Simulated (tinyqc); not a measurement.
# Changing the pair energy w (positive repels)

Model: adsorption as a lattice gas: isotherms with interactions, competition, desorption peaks and saturation dose. Computed by tinyqc, a small Python program. Command: `OMP_NUM_THREADS=1 python tinyqc.py 3000319 3000320 out.jsonl adsorb sweep`. One thread of a shared host (Intel(R) Xeon(R) Processor @ 2.30GHz), about 0.01 s of CPU time with the checks.

One adsorbate per site; a molecule needs 2 empty sites. Gas and surface have the same temperature.

Inputs (values chosen for the exercise, for a model surface):
```
quantity                             value    unit
desorption energy E                   1.64      eV
prefactor nu                       4.4e+14     1/s
neighbours z                             6       -
site density N_s                        11  1/nm^2
molecular mass M                       203       u
sticking coefficient s0              0.022       -
temperature T                          688       K
pressure p                              17      Pa
blocking by a second gas, K_B p_B    0.061       -
```

Adsorption: dissociative (second order).

Constants: u = 1.6605390666e-27 kg; k_B = 1.380649e-23 J/K; k_B = 8.617333262e-05 eV/K.

Method. Flux F = p/sqrt(2 pi M k_B T); k_d = nu exp(-E/(k_B T)); 2 s0 F (1 - theta)^2 = N_s k_d theta^2, so y = sqrt(2 s0 F/(N_s k_d)), theta = y/(1 + y). With a second gas on the same sites theta = y/(1 + y + K_B p_B). With u = w/(k_B T). Mean field: theta/(1 - theta) = y exp(-z u theta). Quasi-chemical: theta/(1 - theta) = y [(r - 1 + 2 theta)(1 - theta)/((r + 1 - 2 theta) theta)]^(-z/2) exp(-z u/2), r = sqrt(1 - 4 theta (1 - theta)(1 - exp(-u))).

One run for each value:
```
pair energy w (positive repels) (eV)  coverage, mean field  coverage, quasi-chemical       u
-0.028                                              0.9380                    0.9352  -0.472
-0.003                                              0.5566                    0.5565  -0.051
0.022                                               0.3347                    0.3394   0.371
0.047                                               0.2468                    0.2646   0.793
0.072                                               0.1991                    0.2306   1.214
0.098                                               0.1675                    0.2120   1.653
0.120                                               0.1486                    0.2028   2.024
0.150                                               0.1294                    0.1952   2.530
```

Over the rows, coverage, mean field falls from 0.938 to 0.129; coverage, quasi-chemical falls from 0.935 to 0.195; u rises from -0.472 to 2.53.  Left out: -0.0530 (z u below -3.8, near or past the mean-field condensation point).

Caution (rows 0.0980, 0.120, 0.150): for z u near 4 or above (near 8 on the triangular lattice, z = 6) mean field itself predicts sublattice order near half coverage (the exact threshold is higher); both uniform formulas leave ordering out.
